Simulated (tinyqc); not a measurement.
Bond angle at oxygen: bond unit of a tetrahedral oxide and its oxygen vacancy in tight binding.

Two sp3 hybrids h1, h2 at eh = (es + 3 ep)/4 point at one oxygen with orbitals s, px, py, pz; x joins the two cations, z bisects the angle phi, and th = (180 - phi)/2. With u = hbar^2/(m d^2) = 2c/d^2, c = hbar^2/2m0: Vhs = -(1.32 + sqrt3 x 1.42) u/2 and Vhp = (1.42 + sqrt3 x 2.22) u/2. <h|s> = Vhs for both; <h1|px> = Vhp cos(th), <h2|px> = -Vhp cos(th); <h|pz> = Vhp sin(th) for both; py is a lone pair. The unit holds 8 electrons. Coupling between units, which widens the levels into bands, is left out.

Constants: hbar^2/2m0 = 3.80998211 eV angstrom^2.

Parameters, chosen for this exercise (near tabulated values for SiO2; the results hold for these values, not for the real material): es = -14.69 eV (s level of the cation); ep = -7.58 eV (p level of the cation); eos = -33.95 eV (s level of oxygen); eop = -16.97 eV (p level of oxygen); d = 1.62 angstrom (cation-oxygen distance).

phi is varied at fixed d. Levels above eop; cation-cation distance 2 d cos(th); band energy is twice the sum of the four filled levels, relative to phi = 180; excess on O is the number of electrons on oxygen less 6.

Against phi:
```
phi (deg)  distance (angstrom)  level 2  level 3  level 5  level 6  excess on O  band energy (eV)
110                      2.654   -5.832   -2.656   12.676   13.445        0.924            -1.995
120                      2.806   -6.300   -2.119   12.098   13.912        0.950            -1.774
130                      2.936   -6.704   -1.591   11.534   14.317        0.987            -1.455
140                      3.045   -7.041   -1.094   11.006   14.654        1.032            -1.074
150                      3.130   -7.307   -0.655   10.543   14.920        1.082            -0.679
160                      3.191   -7.499   -0.306   10.176   15.112        1.129            -0.330
170                      3.228   -7.615   -0.079    9.939   15.228        1.165            -0.087
180                      3.240   -7.654    0.000    9.856   15.267        1.178             0.000
```

Bending moves coupling from px to pz: level 2 rises from -7.65 to -5.83 eV and level 3 falls from 0.00 to -2.66 eV between 180 and 110 degrees. The lowest empty level is lowest at 180 degrees (9.86 eV) and highest at 110 (12.68 eV), so a spread of angles in a glass smears the conduction edge. The band energy is lowest at 110 degrees of those listed (-1.99 eV); the repulsion of the cations, not included, opposes bending.

(tinyqc, `OMP_NUM_THREADS=1 python tinyqc.py 1450601 1450602 out.jsonl`, Intel(R) Xeon(R) Processor @ 2.30GHz, 1 thread, shared host, about 0.01 s.)
